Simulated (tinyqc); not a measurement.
Single-band model of a thermoelectric material: one step, computed by the program tinyqc. Command: `OMP_NUM_THREADS=1 python tinyqc.py 3010188 3010189 out.jsonl thermo walk`. One thread of a shared host (Intel(R) Xeon(R) Processor @ 2.30GHz), about 0.01 s of CPU time with the checks.

One spherical band, one scattering law, no minority carriers and no phonon drag. In a real material minority carriers limit |S| to about E_g/(2 e T), so larger values are formal. eta = E_F/(k_B T) is counted from the band edge; f = 1/(1 + exp(x - eta)).

Task: Coefficients. sigma = e mu_0 N_0 <s> with mu_0 = e tau_0/m = mu_300 (T/300 K)^(-p); |S| = (k_B/e)(<x s>/<s> - eta); Lorenz number L = (k_B/e)^2 (<x^2 s>/<s> - (<x s>/<s>)^2); kappa_e = L sigma T; zT = S^2 sigma T/(kappa_L + kappa_e). Hall factor r_H = <G^(3/2)> <G^(3/2 + 2r)/D^4>/<s>^2; drift mobility sigma/(n e) with n = N_0 <G^(3/2)>; power factor S^2 sigma.

Inputs (values chosen for the exercise, modelled on n-type Mg3Sb2):

| quantity | value | unit |
|---|---|---|
| mobility parameter mu_300 | 240 | cm^2/(V s) |
| temperature exponent p | 1.5 | - |
| lattice thermal conductivity kappa_L | 0.77 | W/(m K) |
| temperature T | 540 | K |

Band: parabolic. Scattering: acoustic phonons, r = -0.5.

N_0 = 5.992616e+19 1/cm^3

<s> = 0.8661702

<x s> = 2.143301

reduced Fermi level eta = 0.3204785

<x^2 s> = 7.221442

<G^(3/2)> = 1.301602

<G^(3/2 + 2r)/D^4> = 0.6489740

Constants: e = 1.602176634e-19 C; k_B = 8.617333262e-05 eV/K.

Give: conductivity sigma; Seebeck coefficient |S|; Lorenz number L; drift mobility; Hall factor r_H; power factor; kappa_e; zT.

Result:

conductivity sigma = 826.48 S/cm

Seebeck coefficient |S| = 185.62 microvolt/K

Lorenz number L = 1.6443 1e-8 V^2/K^2

drift mobility = 66.134 cm^2/(V s)

Hall factor r_H = 1.1259

power factor = 28.475 microwatt/(cm K^2)

kappa_e = 0.73384 W/(m K)

zT = 1.0225

L is 67 % of the degenerate value pi^2/3 (k_B/e)^2 = 2.443; the classical limit for this r is (r + 5/2)(k_B/e)^2 = 1.485. The charge carriers transport 49 % of the heat.
